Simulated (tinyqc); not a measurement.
From results back to parameters: donor level screened by free carriers (Yukawa potential). Three cases, with inputs chosen for the exercise.

Problem. With Debye screening alone, ks^2 = 4 pi q n/(eps kB T), 1e18/cm^3 = 1e-6/angstrom^3. The converged binding was computed from a hidden density.

Potential -(q/(eps r)) exp(-ks r), q = e^2/(4 pi eps0). In units Ry* = Ry m/eps^2 and a* = a0 eps/m the problem is [-Laplacian - 2 exp(-x r)/r] psi = E psi with x = ks a*.

Converged values use 18 functions exp(-z r), z = 1.55^i, i = -11 to 6: S = 2/A^3, H = z_i z_j S - 2/(A + x)^2, A = z_i + z_j.

Constants: e^2/(4 pi eps0) = 14.39964547 eV angstrom; kB = 8.617333262e-05 eV/K.

Find: x; n.

Method. The binding in Ry* falls steadily with x, so bisection gives x; then n = (x/a*)^2 eps kB T/(4 pi q).

Case 1.

Values chosen (out of a larger set: near those of a donor in Si, with one mean mass; not measured data): eps = 11.5 (dielectric constant); T = 300 K (temperature).

Ry* = 32.201 meV
a* = 19.44 angstrom
binding = 7.1463 meV

Solution.

x = 0.587
n = 1.5 x 1e18/cm^3

Case 2.

Values chosen (out of a larger set: near those of a donor in InP, with one mean mass; not measured data): eps = 12.6 (dielectric constant); T = 77 K (temperature).

Ry* = 6.856 meV
a* = 83.35 angstrom
binding = 3.5079 meV

Solution.

x = 0.303
n = 0.0061 x 1e18/cm^3

Case 3.

Values chosen (out of a larger set: near those of a donor in 4H SiC, with one mean mass; not measured data): eps = 9.5 (dielectric constant); T = 400 K (temperature).

Ry* = 56.835 meV
a* = 13.33 angstrom
binding = 38.1666 meV

Solution.

x = 0.188
n = 0.36 x 1e18/cm^3

Computed by tinyqc, one run a case: `OMP_NUM_THREADS=1 python tinyqc.py N N+1 out.jsonl` with N = 1280602, 1280643, 1280661; one thread of a shared Intel(R) Xeon(R) Processor @ 2.30GHz, about 0.02 s a run at most.
